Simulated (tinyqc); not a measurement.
Warping of the constant-energy contours: six-band Luttinger-Kohn model.

Six-band Luttinger-Kohn model in the basis |3/2,3/2>, |3/2,1/2>, |3/2,-1/2>, |3/2,-3/2>, |1/2,1/2>, |1/2,-1/2>, electron energies, zero at the top of the unstrained valence band. H = -[rows: (P+Q, -S, R, 0, -S/r2, r2 R); (-S*, P-Q, 0, R, -r2 Q, r32 S); (R*, 0, P-Q, S, r32 S*, r2 Q); (0, R*, S*, P+Q, -r2 R*, -S*/r2); (-S*/r2, -r2 Q, r32 S, -r2 R, P+Dso, 0); (r2 R*, r32 S*, r2 Q, -S/r2, 0, P+Dso)], r2 = sqrt(2), r32 = sqrt(3/2). Levels are twofold.

P = c g1 k^2 - av tr(e); Q = c g2 (kx^2 + ky^2 - 2 kz^2) - (b/2)(exx + eyy - 2 ezz); R = c sqrt3 [-g2 (kx^2 - ky^2) + 2i g3 kx ky] + (sqrt3/2) b (exx - eyy) - i d exy; S = 2 c sqrt3 g3 (kx - i ky) kz - d (exz - i eyz); c = hbar^2/2m0, e the strain tensor (not engineering shear).

Constants: hbar^2/2m0 = 3.80998211 eV angstrom^2.

Parameters, chosen for this exercise (near those of Si; not measured data): Dso = 0.046 eV (spin-orbit splitting); g1 = 4.28 (Luttinger gamma1); g2 = 0.34 (gamma2); g3 = 1.46 (gamma3); E_h = 40 meV (hole energy below the top).

No strain (e = 0). In the plane kz = 0, |k| where the top and second pairs lie E_h below the top, against the angle from [100]; m = c k^2/E_h.

Contours:

| angle (degrees) | k top (1/angstrom) | k second (1/angstrom) | m top (m0) | m second (m0) |
|---|---|---|---|---|
| 0 | 0.0540 | 0.0469 | 0.278 | 0.209 |
| 9 | 0.0571 | 0.0462 | 0.311 | 0.203 |
| 18 | 0.0663 | 0.0452 | 0.419 | 0.195 |
| 27 | 0.0854 | 0.0446 | 0.695 | 0.190 |
| 36 | 0.1249 | 0.0443 | 1.486 | 0.187 |
| 45 | 0.1672 | 0.0442 | 2.662 | 0.186 |

What does the comparison show?

The heavy contour reaches 3.096 times as far along [110] as along [100], the light one 0.943 times. The warping follows g3 - g2 = 1.12 and would vanish for g2 = g3. Along [100] the heavy mass is 1/(g1 - 2 g2) = 0.278 at any energy, while the light one is 0.2094, against 1/(g1 + 2 g2) = 0.2016 at the edge, for E_h/Dso = 0.87.

Run: tinyqc, `OMP_NUM_THREADS=1 python tinyqc.py 1050697 1050698 out.jsonl`; Intel(R) Xeon(R) Processor @ 2.30GHz, one thread, shared host; about 0.1 s of CPU time with all checks.
